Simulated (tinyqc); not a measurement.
Inside a calculation. Method: plane-wave Kohn-Sham cycle with exchange-only LDA in a layered model solid. One step of it, computed by the program tinyqc.

Question. Iteration 2: levels at that k. Diagonalise the Hermitian matrix.

H (hartree):
```
           -3         -2         -1         +0         +1         +2         +3
-3   2.609817  -0.212063   0.060085   0.000276   0.000020   0.000001   0.000001
-2  -0.212063   0.896344  -0.212063   0.060085   0.000276   0.000020   0.000001
-1   0.060085  -0.212063  -0.055586  -0.212063   0.060085   0.000276   0.000020
+0   0.000276   0.060085  -0.212063  -0.245972  -0.212063   0.060085   0.000276
+1   0.000020   0.000276   0.060085  -0.212063   0.325186  -0.212063   0.060085
+2   0.000001   0.000020   0.000276   0.060085  -0.212063   1.657887  -0.212063
+3   0.000001   0.000001   0.000020   0.000276   0.060085  -0.212063   3.752132
```

Give: eigenvalues.

Answer.

eigenvalues (hartree): -0.4163  -0.0374  0.3837  0.9235  1.6725  2.6385  3.7753
